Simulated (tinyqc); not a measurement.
Inputs raised by 10 %, one at a time: two-dimensional dopant profile at a mask edge: lateral junction, overlap and effective channel length. Computed by tinyqc, a small Python program. Command: `OMP_NUM_THREADS=1 python tinyqc.py 3007674 3007675 out.jsonl lateral sens`. One thread of a shared host (Intel(R) Xeon(R) Processor @ 2.30GHz), about 0.01 s of CPU time with the checks.

Ions enter for y < 0; the mask (spacer, then gate) covers y > 0. x is the depth. The surface reflects dopant during the anneal.

Inputs (values chosen for the exercise, modelled on a source-drain extension in silicon): dose Q = 1.1e+14 1/cm^2; projected range R_p = 6 nm; vertical straggle = 2 nm; lateral straggle = 1.3 nm; anneal budget D t = 5e-14 cm^2; channel doping C_B = 2.2e+18 1/cm^3; gate length L_g = 44 nm; offset spacer = 0.12 nm; oxide thickness = 3.1 nm.

Constants: eps_0 = 8.8541878128e-12 F/m.

Method:
- Widths s_x^2 = (vertical straggle)^2 + 2 D t, s_y^2 = (lateral straggle)^2 + 2 D t. C(x, y) = V(x) (1/2) erfc(y/(sqrt2 s_y)), V(x) = Q/(sqrt(2 pi) s_x) [exp(-(x - R_p)^2/(2 s_x^2)) + exp(-(x + R_p)^2/(2 s_x^2))]; 1 nm = 1e-7 cm.
- The vertical junction far from the mask solves V(x) = C_B.
- The lateral junction at depth x solves C = C_B: y_j(x) = sqrt2 s_y erfc^-1(2 C_B/V(x)). Overlap under the gate = y_j(0) - spacer; metallurgical channel L_met = L_g - 2 overlap (tails from the two sides are not added).
- Abruptness at y_j(0) in nm per decade = ln(10) s_y sqrt(pi/2) exp(u^2) erfc(u), u = y_j/(sqrt2 s_y). Overlap capacitance per width = 3.9 eps_0 overlap/t_ox (zero if there is no overlap).

Runs; columns: (1) input moved; (2) from; (3) to; (4) lateral junction y_j(0) (nm); (5) vertical junction x_j (nm); (6) metallurgical channel L_met (nm); (7) lateral abruptness (nm/decade):
```
(1)                              (2)       (3)     (4)     (5)     (6)     (7)
base run                           -         -  6.2432  16.551  31.754  3.5462
dose Q (1/cm^2)              1.1e+14  1.21e+14  6.3887  16.677  31.463  3.4876
vertical straggle (nm)             2       2.2  6.3101  16.823  31.620  3.5190
lateral straggle (nm)            1.3      1.43  6.3372  16.551  31.566  3.5996
anneal budget D t (cm^2)       5e-14   5.5e-14  6.5865  16.874  31.067  3.6616
channel doping C_B (1/cm^3)  2.2e+18  2.42e+18  6.0951  16.424  32.050  3.6077
offset spacer (nm)              0.12     0.132  6.2432  16.551  31.778  3.5462
gate length L_g (nm)              44      48.4  6.2432  16.551  36.154  3.5462
```

Exponents ln(y'/y) / ln(x'/x):
```
input               lateral junction y_j(0)  vertical junction x_j  metallurgical channel L_met  lateral abruptness
dose Q                                0.242                  0.079                       -0.097              -0.175
vertical straggle                     0.112                  0.171                       -0.044              -0.081
lateral straggle                      0.157                  0.000                       -0.062               0.157
anneal budget D t                     0.562                  0.203                       -0.229               0.336
channel doping C_B                   -0.252                 -0.081                        0.097               0.180
offset spacer                         0.000                  0.000                        0.008               0.000
gate length L_g                       0.000                  0.000                        1.362               0.000
```

Among the inputs moved here: lateral junction y_j(0) answers most in size to anneal budget D t (exponent +0.562), next to channel doping C_B (-0.252); its exponent is below 0.0005 for offset spacer, gate length L_g. Vertical junction x_j answers most in size to anneal budget D t (exponent +0.203), next to vertical straggle (+0.171); its exponent is below 0.0005 for lateral straggle, offset spacer, gate length L_g. Its exponent 0.000 in lateral straggle: the far field does not see the edge. Metallurgical channel L_met answers most in size to gate length L_g (exponent +1.362), next to anneal budget D t (-0.229). Lateral abruptness answers most in size to anneal budget D t (exponent +0.336), next to channel doping C_B (+0.180); its exponent is below 0.0005 for offset spacer, gate length L_g.

Caution (all rows): the profile peaks below the surface, where the junction reaches further under the gate than y_j(0); the overlap given is the one at the surface.

Extremes, crossings and ranges named in words are read from the listed rows.
